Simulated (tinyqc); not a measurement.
ROHF in the 3-21g basis, for H3, spin multiplicity 2, step by step. One step of it, computed by the program tinyqc.

Problem. Iteration 2: building the Fock matrix. J_ij = sum D_kl (ij|kl) with D = D(alpha) + D(beta), K_ij = sum D_kl (ik|jl) for each spin; F = H + J - K(s); E = tr D H + tr D J / 2 - 0.5 sum_s tr D(s) K(s) + E_nn.

D(alpha) after iteration 1, order 1H 1s, 1H 2s, 2H 1s, 2H 2s, 3H 1s, 3H 2s:
```
[[0.107627, 0.188626, 0.034194, 0.027645, 0.034194, 0.027645],
 [0.188626, 0.330582, 0.059928, 0.048450, 0.059928, 0.048450],
 [0.034194, 0.059928, 0.037865, 0.115267, -0.016137, -0.097701],
 [0.027645, 0.048450, 0.115267, 0.427043, -0.097701, -0.412842],
 [0.034194, 0.059928, -0.016137, -0.097701, 0.037865, 0.115267],
 [0.027645, 0.048450, -0.097701, -0.412842, 0.115267, 0.427043]]
```

D(beta) after iteration 1, order 1H 1s, 1H 2s, 2H 1s, 2H 2s, 3H 1s, 3H 2s:
```
[[0.107627, 0.188626, 0.034194, 0.027645, 0.034194, 0.027645],
 [0.188626, 0.330582, 0.059928, 0.048450, 0.059928, 0.048450],
 [0.034194, 0.059928, 0.010864, 0.008783, 0.010864, 0.008783],
 [0.027645, 0.048450, 0.008783, 0.007101, 0.008783, 0.007101],
 [0.034194, 0.059928, 0.010864, 0.008783, 0.010864, 0.008783],
 [0.027645, 0.048450, 0.008783, 0.007101, 0.008783, 0.007101]]
```

core Hamiltonian H = T + V (hartree), order 1H 1s, 1H 2s, 2H 1s, 2H 2s, 3H 1s, 3H 2s:
```
[[-1.098201, -1.086860, -0.322928, -0.593504, -0.322928, -0.593504],
 [-1.086860, -1.275013, -0.548604, -0.851719, -0.548604, -0.851719],
 [-0.322928, -0.548604, -0.866546, -0.937833, -0.002829, -0.091105],
 [-0.593504, -0.851719, -0.937833, -1.073252, -0.091105, -0.288195],
 [-0.322928, -0.548604, -0.002829, -0.091105, -0.866546, -0.937833],
 [-0.593504, -0.851719, -0.091105, -0.288195, -0.937833, -1.073252]]
```

Two-electron integrals (ij|kl) in chemists' order, unique and non-zero (hartree):
```
(11|11) 1.140145   (21|11) 0.611403   (21|21) 0.345152   (22|11) 0.626370
(22|21) 0.380329   (22|22) 0.482957   (31|11) 0.099789   (31|21) 0.058887
(31|22) 0.069491   (31|31) 0.016144   (32|11) 0.172180   (32|21) 0.107794
(32|22) 0.145277   (32|31) 0.032780   (32|32) 0.083811   (33|11) 0.461582
(33|21) 0.295396   (33|22) 0.421390   (33|31) 0.099789   (33|32) 0.291918
(33|33) 1.140145   (41|11) 0.291918   (41|21) 0.166107   (41|22) 0.185495
(41|31) 0.032780   (41|32) 0.061496   (41|33) 0.172180   (41|41) 0.083811
(42|11) 0.364714   (42|21) 0.224286   (42|22) 0.294194   (42|31) 0.050644
(42|32) 0.117273   (42|33) 0.364714   (42|41) 0.117273   (42|42) 0.205769
(43|11) 0.295396   (43|21) 0.187955   (43|22) 0.265896   (43|31) 0.058887
(43|32) 0.166107   (43|33) 0.611403   (43|41) 0.107794   (43|42) 0.224286
(43|43) 0.345152   (44|11) 0.421390   (44|21) 0.265896   (44|22) 0.374659
(44|31) 0.069491   (44|32) 0.185495   (44|33) 0.626370   (44|41) 0.145277
(44|42) 0.294194   (44|43) 0.380329   (44|44) 0.482957   (51|11) 0.099789
(51|21) 0.058887   (51|22) 0.069491   (51|31) 0.007361   (51|32) 0.014065
(51|33) 0.038904   (51|41) 0.025051   (51|42) 0.034459   (51|43) 0.025121
(51|44) 0.038404   (51|51) 0.016144   (52|11) 0.172180   (52|21) 0.107794
(52|22) 0.145277   (52|31) 0.014065   (52|32) 0.028658   (52|33) 0.081119
(52|41) 0.046018   (52|42) 0.070331   (52|43) 0.052391   (52|44) 0.080805
(52|51) 0.032780   (52|52) 0.083811   (53|11) 0.000406   (53|21) 0.000223
(53|22) 0.000234   (53|31) 0.000037   (53|32) 0.000065   (53|33) 0.000175
(53|41) 0.000107   (53|42) 0.000137   (53|43) 0.000112   (53|44) 0.000159
(53|51) 0.000037   (53|52) 0.000065   (53|53) 1.47e-07   (54|11) 0.024817
(54|21) 0.015167   (54|22) 0.019304   (54|31) 0.001970   (54|32) 0.003901
(54|33) 0.010925   (54|41) 0.006507   (54|42) 0.009528   (54|43) 0.007054
(54|44) 0.010823   (54|51) 0.004278   (54|52) 0.009848   (54|53) 0.000009
(54|54) 0.001218   (55|11) 0.461582   (55|21) 0.295396   (55|22) 0.421390
(55|31) 0.038904   (55|32) 0.081119   (55|33) 0.231689   (55|41) 0.125613
(55|42) 0.199374   (55|43) 0.149647   (55|44) 0.231518   (55|51) 0.099789
(55|52) 0.291918   (55|53) 0.000175   (55|54) 0.032058   (55|55) 1.140145
(61|11) 0.291918   (61|21) 0.166107   (61|22) 0.185495   (61|31) 0.025051
(61|32) 0.046018   (61|33) 0.125613   (61|41) 0.076504   (61|42) 0.102714
(61|43) 0.080635   (61|44) 0.118278   (61|51) 0.032780   (61|52) 0.061496
(61|53) 0.000107   (61|54) 0.008492   (61|55) 0.172180   (61|61) 0.083811
(62|11) 0.364714   (62|21) 0.224286   (62|22) 0.294194   (62|31) 0.034459
(62|32) 0.070331   (62|33) 0.199374   (62|41) 0.102714   (62|42) 0.159628
(62|43) 0.128011   (62|44) 0.191546   (62|51) 0.050644   (62|52) 0.117273
(62|53) 0.000137   (62|54) 0.014705   (62|55) 0.364714   (62|61) 0.117273
(62|62) 0.205769   (63|11) 0.024817   (63|21) 0.015167   (63|22) 0.019304
(63|31) 0.004278   (63|32) 0.009848   (63|33) 0.032058   (63|41) 0.008492
(63|42) 0.014705   (63|43) 0.018642   (63|44) 0.021616   (63|51) 0.001970
(63|52) 0.003901   (63|53) 0.000009   (63|54) 0.000538   (63|55) 0.010925
(63|61) 0.006507   (63|62) 0.009528   (63|63) 0.001218   (64|11) 0.113704
(64|21) 0.069041   (64|22) 0.087670   (64|31) 0.012615   (64|32) 0.026372
(64|33) 0.076494   (64|41) 0.033673   (64|42) 0.053404   (64|43) 0.048268
(64|44) 0.068011   (64|51) 0.012615   (64|52) 0.026372   (64|53) 0.000042
(64|54) 0.003504   (64|55) 0.076494   (64|61) 0.033673   (64|62) 0.053404
(64|63) 0.003504   (64|64) 0.015915   (65|11) 0.295396   (65|21) 0.187955
(65|22) 0.265896   (65|31) 0.025121   (65|32) 0.052391   (65|33) 0.149647
(65|41) 0.080635   (65|42) 0.128011   (65|43) 0.096656   (65|44) 0.149424
(65|51) 0.058887   (65|52) 0.166107   (65|53) 0.000112   (65|54) 0.018642
(65|55) 0.611403   (65|61) 0.107794   (65|62) 0.224286   (65|63) 0.007054
(65|64) 0.048268   (65|65) 0.345152   (66|11) 0.421390   (66|21) 0.265896
(66|22) 0.374659   (66|31) 0.038404   (66|32) 0.080805   (66|33) 0.231518
(66|41) 0.118278   (66|42) 0.191546   (66|43) 0.149424   (66|44) 0.229607
(66|51) 0.069491   (66|52) 0.185495   (66|53) 0.000159   (66|54) 0.021616
(66|55) 0.626370   (66|61) 0.145277   (66|62) 0.294194   (66|63) 0.010823
(66|64) 0.068011   (66|65) 0.380329   (66|66) 0.482957
```

nuclear repulsion = 1.15844398 hartree

Give: Coulomb J; exchange K(alpha); exchange K(beta); F(alpha); F(beta); total energy of this density.

Solution.

Coulomb J (hartree), order 1H 1s, 1H 2s, 2H 1s, 2H 2s, 3H 1s, 3H 2s:
```
[[1.8930, 1.1264, 0.2123, 0.5505, 0.2123, 0.5505],
 [1.1264, 1.4051, 0.4602, 0.8721, 0.4602, 0.8721],
 [0.2123, 0.4602, 1.4099, 0.8671, 0.0007, 0.0595],
 [0.5505, 0.8721, 0.8671, 1.1625, 0.0595, 0.2551],
 [0.2123, 0.4602, 0.0007, 0.0595, 1.4099, 0.8671],
 [0.5505, 0.8721, 0.0595, 0.2551, 0.8671, 1.1625]]
```

exchange K(alpha) (hartree), order 1H 1s, 1H 2s, 2H 1s, 2H 2s, 3H 1s, 3H 2s:
```
[[0.5744, 0.5084, 0.1795, 0.3070, 0.1795, 0.3070],
 [0.5084, 0.5476, 0.2492, 0.3680, 0.2492, 0.3680],
 [0.1795, 0.2492, 0.4145, 0.3909, -0.0296, 0.0183],
 [0.3070, 0.3680, 0.3909, 0.4474, 0.0183, 0.0979],
 [0.1795, 0.2492, -0.0296, 0.0183, 0.4145, 0.3909],
 [0.3070, 0.3680, 0.0183, 0.0979, 0.3909, 0.4474]]
```

exchange K(beta) (hartree), order 1H 1s, 1H 2s, 2H 1s, 2H 2s, 3H 1s, 3H 2s:
```
[[0.5645, 0.4884, 0.1589, 0.2883, 0.1589, 0.2883],
 [0.4884, 0.4859, 0.1761, 0.2997, 0.1761, 0.2997],
 [0.1589, 0.1761, 0.1306, 0.1502, 0.0411, 0.0851],
 [0.2883, 0.2997, 0.1502, 0.2169, 0.0851, 0.1632],
 [0.1589, 0.1761, 0.0411, 0.0851, 0.1306, 0.1502],
 [0.2883, 0.2997, 0.0851, 0.1632, 0.1502, 0.2169]]
```

F(alpha) (hartree), order 1H 1s, 1H 2s, 2H 1s, 2H 2s, 3H 1s, 3H 2s:
```
[[0.2203, -0.4688, -0.2901, -0.3500, -0.2901, -0.3500],
 [-0.4688, -0.4175, -0.3375, -0.3476, -0.3375, -0.3476],
 [-0.2901, -0.3375, 0.1288, -0.4616, 0.0275, -0.0500],
 [-0.3500, -0.3476, -0.4616, -0.3581, -0.0500, -0.1310],
 [-0.2901, -0.3375, 0.0275, -0.0500, 0.1288, -0.4616],
 [-0.3500, -0.3476, -0.0500, -0.1310, -0.4616, -0.3581]]
```

F(beta) (hartree), order 1H 1s, 1H 2s, 2H 1s, 2H 2s, 3H 1s, 3H 2s:
```
[[0.2303, -0.4488, -0.2696, -0.3313, -0.2696, -0.3313],
 [-0.4488, -0.3558, -0.2645, -0.2793, -0.2645, -0.2793],
 [-0.2696, -0.2645, 0.4127, -0.2209, -0.0432, -0.1167],
 [-0.3313, -0.2793, -0.2209, -0.1276, -0.1167, -0.1963],
 [-0.2696, -0.2645, -0.0432, -0.1167, 0.4127, -0.2209],
 [-0.3313, -0.2793, -0.1167, -0.1963, -0.2209, -0.1276]]
```

total energy of this density = -1.486118 hartree
